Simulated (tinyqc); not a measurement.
# Random telegraph noise from one oxide trap in a small MOSFET: what changes with what

An acceptor-like trap exchanges electrons with the channel. Inversion charge Q = Cox u, u = n Vt W0(exp((Vg - VT)/(n Vt))), W0 the Lambert function, n = nf, Cox = eps0 eox/tox; linear regime Id = (W/L) mu Q Vd. Relative to threshold the surface potential rises by Vt ln(u/u0) and the oxide voltage by the rest of Vg - VT, with u0 = n Vt W0(1).

Inputs (values chosen for the exercise); values of the order met in silicon transistors: temperature T = 200 K; relative permittivity of the gate insulator (close to silicon dioxide) eox = 3.9; insulator thickness tox = 1.6 nm; depth of the trap from the channel interface xt = 0.74 nm; trap level above the channel Fermi level at threshold E0 = 0.11 eV; capture prefactor s0 = 1e-17 cm^2; capture barrier (lattice relaxation) EB = 0.17 eV; tunnelling decay length lt = 0.17 nm; thermal velocity vth = 1.9e7 cm/s; thickness of the inversion layer zi = 2.9 nm; threshold voltage VT = 0.45 V; body factor nf = 1.27; gate width W = 44 nm; gate length L = 43 nm; mobility mu = 250 cm^2/(V s); scattering coefficient of the charged trap asc = 3.9e-16 V s; drain voltage Vd = 0.02 V; gate voltage Vg = 0.67 V.

Constants: q = 1.602176634e-19 C, kB = 1.380649e-23 J/K, Vt = kB T/q, eps0 = 8.8541878128e-14 F/cm where lengths are in cm. Results are converted to the units shown.

Each table varies one quantity; the others keep the values above.

## Time constants and noise against gate voltage

N = Cox u/q; dpsi = Vt ln(u/u0); E = E0 - dpsi - (xt/tox)(Vg - VT - dpsi); capture time tc = 1/[(N/zi) vth s0 exp(-xt/lt - EB/Vt)]; emission time te = tc exp(-E/Vt); occupancy te/(tc + te). A = W L; threshold step dV = q (1 - xt/tox)/(Cox A); gm/Id = 1/(u + n Vt); relative step dI/I = (gm/Id) dV + asc mu/A. fc = (1/tc + 1/te)/(2 pi); rms = (dI/I) sqrt(tc te)/(tc + te).

Time constants and noise against gate voltage:
```
Vg (V)      E (eV)     tc (s)     te (s)  occupancy  dI/I (%)  fc (Hz)  rms dI/I (%)
0.4        0.14989   0.083313  1.3919e-5  1.6703e-4    9.3323    11437       0.12060
0.46       0.10282   0.010342  2.6533e-5  0.0025590    6.0286   6013.7       0.30457
0.52      0.064474  0.0032967  7.8237e-5   0.023182    3.3954   2082.5       0.51094
0.58      0.030798  0.0017388  2.9120e-4    0.14345    2.2842   638.09       0.80069
0.64    -8.4318e-4  0.0011425  0.0011998    0.51223    1.7557   271.96       0.87757
0.7      -0.031439  8.4029e-4  0.0052078    0.86107    1.4598   219.97       0.50490
0.76     -0.061416  6.6073e-4   0.023315    0.97244    1.2738   247.70       0.20853
0.82     -0.090988  5.4273e-4    0.10651    0.99493    1.1473   294.74      0.081479
0.88      -0.12028  4.5965e-4    0.49350    0.99907    1.0559   346.57      0.032197
```

tc falls from 0.0833 to 4.60e-4 s as the channel fills and te rises from 1.39e-5 to 0.494 s; they are equal at Vg = 0.638 V, where E = 0. The rms noise goes from 0.121 through a maximum of 0.878 (at Vg = 0.64 V among the rows listed) to 0.0322 %. The slope -Vt d ln(tc/te)/dVg is 0.785 between the first two rows and 0.488 between the last two; it tends to xt/tox = 0.462 only when the surface potential stops moving.

## Effect of the depth of the trap from the channel interface

Same model as above.

Effect of the depth of the trap from the channel interface:
```
xt (nm)    E (eV)    tc (s)    te (s)  occupancy  dI/I (%)  fc (Hz)  rms dI/I (%)
0.08      0.05572  1.998e-5  7.879e-7    0.03794     2.413  2.100e5        0.4610
0.24      0.03828  5.120e-5  5.556e-6    0.09790     2.213  3.175e4        0.6577
0.4       0.02083  1.312e-4  3.918e-5     0.2299     2.013     5275        0.8472
0.56     0.003387  3.363e-4  2.763e-4     0.4510     1.814     1049        0.9025
0.72     -0.01406  8.620e-4  0.001949     0.6933     1.614    266.3        0.7442
0.88     -0.03150  0.002209   0.01374     0.8615     1.414    83.62        0.4885
1.04     -0.04895  0.005662   0.09691     0.9448     1.214    29.75        0.2773
```

What does the comparison show?

As xt goes from 0.08 to 1.04, tc rises from 2.00e-5 to 0.00566 s, te rises from 7.88e-7 to 0.0969 s and dI/I falls from 2.41 to 1.21 %. tc grows a decade every lt ln 10 = 0.391 nm of depth; traps spread evenly in depth therefore give corner frequencies spread evenly on a log scale, whose sum is 1/f noise if the traps contribute equal variances.

Range of the model: VT is taken as given; short-channel effects and the uneven flow of current among few electrons are left out.

Computed by the program tinyqc: `OMP_NUM_THREADS=1 python tinyqc.py 2710027 2710028 out.jsonl`, one thread of a shared Intel Xeon 2.30GHz, about 0.01 s for the whole run.
